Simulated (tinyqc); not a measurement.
Configuration-coordinate model of carrier capture at a defect, step by step. Values are carried at full precision from step to step, so a last printed digit may differ when a step is redone from the rounded ones.

Two parabolas of equal curvature k in one coordinate Q: with the carrier free at the band edge, U_f = k Q^2/2; with the carrier trapped, U_t = k (Q - dQ)^2/2 - ET. ER = k dQ^2/2, Huang-Rhys factor S = ER/hw, hw = 0.0646541 sqrt(k/M) eV for k in eV/angstrom^2 and M in u. The curves cross at a height Eb = (ER - ET)^2/(4 ER) above the free minimum.

Constants: kB = 8.617333262e-05 eV/K.

Inputs chosen for the exercise (of the size met at a DX centre in AlGaAs; the results hold for these values, not for the real material): ET = 0.17 eV (thermal depth of the level below the band edge); ER = 0.74 eV (relaxation energy); hw = 0.014 eV (phonon energy of the mode); M = 28 u (mass of the mode); T = 350 K (temperature); nu = 1e+12 1/s (attempt rate).

## The two parabolas

Form S, k, dQ, the crossing point Qc = (ER - ET)/(k dQ), Eb, and the emission barrier Eb + ET.

S = 52.857
k = 1.3129 eV/angstrom^2
dQ = 1.0617 angstrom
Qc = 0.4089 angstrom

barriers (eV): capture 0.1098, emission 0.2798

ER > ET: the crossing lies between the two minima (large relaxation); at Q = 0 the trapped level lies above the band edge.

## Optical transitions

Vertical ionisation from the trapped minimum costs ET + ER; vertical capture from the free minimum releases ET - ER (none if negative); the band has a standard deviation sqrt(S hw^2 coth(hw/2kT)) with S = ER/hw, and a full width 2.35482 times that.

energies (eV): ionisation peak 0.910, zero-phonon 0.170, emission peak -0.570

coth(hw/2kT) = 4.3858
standard deviation = 0.2132 eV
full width = 0.5019 eV

Vertical capture would need energy: there is no luminescence peak (at most a tail of the broadened line), and a carrier freed by light must cross the barrier Eb to return or tunnel through it; where tunnelling is slow this gives persistent photoconductivity at low temperature. The optical peak exceeds the thermal depth by a factor 5.35.

## The multiphonon factor

Multiphonon factor for giving p = ET/hw phonons to the lattice: W = exp(-S (2 nb + 1)) ((nb + 1)/nb)^(p/2) I_p(x), nb = 1/(exp(hw/kT) - 1), x = 2 S sqrt(nb (nb + 1)), I_p the modified Bessel function. Classical limit: W = hw exp(-Eb/kT)/sqrt(4 pi ER kT). At T = 0: exp(-S) S^p/Gamma(p + 1).

Form p, nb, x and ln W, the classical ln W, and the capture time 1/(nu W).

p, nb, x: 12.1429  1.6929  225.7120

ln W: quantum -7.243, classical -7.272

capture time = 1.40e-09 s

The quantum factor is 1.03 times the classical one at kT/hw = 2.15: the two agree.

## Emission by detailed balance

For equal degeneracies and one band-edge state, emission time = capture time x exp(ET/kT).

ET/kT = 5.636
log10 of the emission time in s = -6.41

## Checks

- Ln W for the nearest whole p against the double Poisson sum over emitted and absorbed phonons: both -7.26898.

Computed by tinyqc, a small Python program: `OMP_NUM_THREADS=1 python tinyqc.py 1452349 1452350 out.jsonl` (the numbers bound the seed that draws the inputs); one thread of a shared host (Intel(R) Xeon(R) Processor @ 2.30GHz), about 0.01 s for the whole set of steps.
